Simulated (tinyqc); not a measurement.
Cyclotron resonance of ellipsoidal valleys, Si type: one step. Cyclotron masses and resonance fields. Four cases, with inputs chosen for the exercise.

Question. For each axis, mc and B = h nu mc/(2 muB).

Valleys along [100], [010], [001] (each with its opposite partner), mass ml along the axis and mt across it. B lies in the (1-10) plane, b = (sin(theta)/sqrt2, sin(theta)/sqrt2, cos(theta)). For the angle phi between B and the axis, 1/mc^2 = cos^2(phi)/mt^2 + sin^2(phi)/(mt ml). Resonance: h nu = 2 muB B/mc, h = 2 pi hbar.

Constants: hbar = 6.58211957e-16 eV s; muB = 5.788381798e-05 eV/T.

Case 1.

Values chosen (out of a larger set: near those of Si; not measured data): ml = 0.886 m0 (longitudinal mass); mt = 0.198 m0 (transverse mass); nu = 24 GHz (microwave frequency).

cos^2(phi): [100] 0.117520, [010] 0.117520, [001] 0.764960

Case 2.

Values chosen (out of a larger set: near those of Si; not measured data): ml = 0.924 m0 (longitudinal mass); mt = 0.197 m0 (transverse mass); nu = 24 GHz (microwave frequency).

cos^2(phi): [100] 0.096085, [010] 0.096085, [001] 0.807831

Case 3.

Values chosen (out of a larger set: near those of Si; not measured data): ml = 0.936 m0 (longitudinal mass); mt = 0.196 m0 (transverse mass); nu = 70 GHz (microwave frequency).

cos^2(phi): [100] 0.462012, [010] 0.462012, [001] 0.075976

Case 4.

Values chosen (out of a larger set: near those of Si; not measured data): ml = 0.913 m0 (longitudinal mass); mt = 0.181 m0 (transverse mass); nu = 9.4 GHz (microwave frequency).

cos^2(phi): [100] 0.223868, [010] 0.223868, [001] 0.552264

Give: Resonances.

Answer.

Case 1.

Resonances:
```
axis   mc (m0)   B (T)
[100]   0.3529  0.3026
[010]   0.3529  0.3026
[001]   0.2190  0.1878
```

2 distinct masses appear; the limits are mt = 0.198 (B along the axis) and sqrt(ml mt) = 0.4188 (B across it).

Case 2.

Resonances:
```
axis   mc (m0)   B (T)
[100]   0.3666  0.3143
[010]   0.3666  0.3143
[001]   0.2138  0.1833
```

2 distinct masses appear; the limits are mt = 0.197 (B along the axis) and sqrt(ml mt) = 0.4266 (B across it).

Case 3.

Resonances:
```
axis   mc (m0)   B (T)
[100]   0.2586  0.6466
[010]   0.2586  0.6466
[001]   0.3776  0.9442
```

2 distinct masses appear; the limits are mt = 0.196 (B along the axis) and sqrt(ml mt) = 0.4283 (B across it).

Case 4.

Resonances:
```
axis   mc (m0)   B (T)
[100]   0.2945  0.0989
[010]   0.2945  0.0989
[001]   0.2261  0.0759
```

2 distinct masses appear; the limits are mt = 0.181 (B along the axis) and sqrt(ml mt) = 0.4065 (B across it).

Computed by tinyqc, one run a case: `OMP_NUM_THREADS=1 python tinyqc.py N N+1 out.jsonl` with N = 1281688, 1281974, 1282020, 1282293; one thread of a shared Intel(R) Xeon(R) Processor @ 2.30GHz, about 0.01 s a run at most.
